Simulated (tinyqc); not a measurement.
Compensation sets the slope of the freeze-out: donors on two lattice sites with valley-orbit split states.

Each donor binds at most one electron, in any of its states. For a site s, W_s = sum over its states of g exp(E/kT), and the ionised share is 1/(1 + W_s exp(eta)), eta = (EF - Ec)/kT; n = Nc F_1/2(eta); neutrality n + NA = ND x (mean ionised share, the two sites in equal numbers); holes are neglected. Nc from N = 2 (m kB T/(4 pi c))^(3/2) with c = hbar^2/2m0, in 1/angstrom^3; times 1e24 for 1/cm^3, m = md. F_j(eta) = (1/Gamma(j + 1)) integral_0^infinity x^j dx/(1 + exp(x - eta)), which tends to exp(eta) for eta << 0.

Constants: hbar^2/2m0 = 3.80998211 eV angstrom^2; kB = 8.617333262e-05 eV/K.

Values chosen for the exercise (near those of nitrogen in 4H-SiC; shifted at random, so the results belong to these values and not to a real crystal):
```
symbol  value                      unit    meaning
md      0.834                      m0      density-of-states mass of the conduction band
E       (64.8, 56.5, 114.7, 74.1)  meV     binding energies of h ground, h excited, k ground, k excited
g       (2, 4, 2, 4)                       their degeneracies with spin
ND      6.4e+15                    1/cm^3  donors, half on each site
```

NA = K ND. The slope energy is -d ln(n T^(-p))/d(1/kT) between 50 and 60 K, with p = 3/4 for K = 0 and p = 3/2 otherwise.

Results:
```
K       n(50 K) (1/cm^3)  n(60 K) (1/cm^3)  slope energy (meV)
0               2.17e+13          8.28e+13               31.09
0.0010          1.87e+13          7.96e+13               30.36
0.010           6.57e+12          5.63e+13               48.48
0.050           1.33e+12          1.86e+13               61.18
0.20            2.22e+11          3.29e+12               62.58
0.50            5.14e+08          2.09e+10               88.67
```

Without acceptors the slope is 31.09 meV, against half the h-site ground-state energy, 32.40; with K = 0.05 it is 61.18 meV, against the full 64.8. The full energy (less a few meV where excited levels lie within a few kT) shows where n is far below NA, since the acceptors then hold EF near the donor level: n(60 K)/NA is 12 for K = 0.001 and 0.058 for K = 0.05; for K = 0.001 the sample is still in or near the uncompensated regime, where p = 3/2 is the wrong power, so that slope means little. At K = 0.5 the acceptors have taken as many electrons as there are h sites, EF sits between the two levels, and the slope is 88.7 meV against their mean of 89.8.

Program tinyqc; command `OMP_NUM_THREADS=1 python tinyqc.py 1650893 1650894 out.jsonl`; about 0.01 s on one thread of a shared Intel(R) Xeon(R) Processor @ 2.30GHz.
